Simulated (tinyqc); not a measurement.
Five-frequency model of solute diffusion by vacancies in an fcc metal. From one set of inputs to another, one input at a time. Computed by tinyqc, a small Python program. Command: `OMP_NUM_THREADS=1 python tinyqc.py 3016609 3016610 out.jsonl fivefreq ladder`. One thread of a shared host (Intel(R) Xeon(R) Processor @ 2.30GHz), about 0.01 s of CPU time with the checks.

A vacancy next to the solute exchanges with it (w2), jumps to one of 4 sites that also neighbour the solute (w1) or to one of 7 that do not (w3); w4 is the reverse of w3 and w0 the host jump.

The inputs printed are set A. Inputs not listed in the table keep their values of set A, so the rows need not describe a real material.

Inputs (values chosen for the exercise, for a model solute in a host close to gold):
```
quantity                                      value      unit
barrier E0 (host jump)                        0.722        eV
barrier E1 (vacancy circles the solute)       0.902        eV
barrier E2 (exchange)                         0.848        eV
barrier E3 (dissociation)                     0.762        eV
binding energy E_b (positive for attraction)  0.096        eV
vacancy formation energy E_f                  0.959        eV
formation entropy S_f                           1.2       k_B
attempt frequency nu                            5.9       THz
lattice constant a                             4.08  angstrom
temperature T                                   496         K
```

Constants: k_B = 8.617333262e-05 eV/K.

Method:
- w_i = nu exp(-E_i/(k_B T)); detailed balance gives E4 = E3 - E_b.
- Manning: with y = w4/w0, 7F = 7 - (10 y^4 + 180.5 y^3 + 927 y^2 + 1341 y)/(2 y^4 + 40.2 y^3 + 254 y^2 + 597 y + 436); f2 = (2 w1 + 7F w3)/(2 w2 + 2 w1 + 7F w3).
- The mean cosine between successive solute jumps follows from f2 = (1 + c)/(1 - c).
- c_v = exp(S_f - E_f/(k_B T)); host D0 = a^2 c_v w0 x 0.7815; solute D2 = a^2 c_v exp(E_b/(k_B T)) w2 f2; 1 angstrom^2 = 1e-16 cm^2.

Each row keeps all changes above it:
```
input moved                                         from    to  correlation factor f2  ratio D2/D0      7F
set A                                                  -     -                0.93283        0.592  3.6383
barrier E2 (exchange) (eV)                         0.848  0.88                0.96706        0.290  3.6383
binding energy E_b (positive for attraction) (eV)  0.096  0.18                0.95038        2.035  2.3469
temperature T (K)                                    496  1020                0.87814        1.443  3.3578
barrier E0 (host jump) (eV)                        0.722  1.01                0.82621       35.963  2.0768
vacancy formation energy E_f (eV)                  0.959  1.71                0.82621       35.963  2.0768
barrier E3 (dissociation) (eV)                     0.762   1.1                0.48460       21.094  3.9503
barrier E1 (vacancy circles the solute) (eV)       0.902  1.15                0.17218        7.495  3.9503
```

Where does the difference come from?

Correlation factor f2 goes from 0.933 to 0.172, a factor 0.185 in all. The largest single move comes from barrier E1 (vacancy circles the solute) (a factor 0.355). Ratio D2/D0 goes from 0.592 to 7.49, a factor 12.7 in all. The largest single move comes from barrier E0 (host jump) (a factor 24.9), and barrier E1 (vacancy circles the solute) works against it (a factor 0.355). 7F goes from 3.64 to 3.95, a factor 1.09 in all. The largest single move comes from barrier E3 (dissociation) (a factor 1.90), and barrier E0 (host jump) works against it (a factor 0.618). The single moves hold for this order of the switches; the total does not depend on the order.

Extremes, crossings and ranges named in words are read from the listed rows.
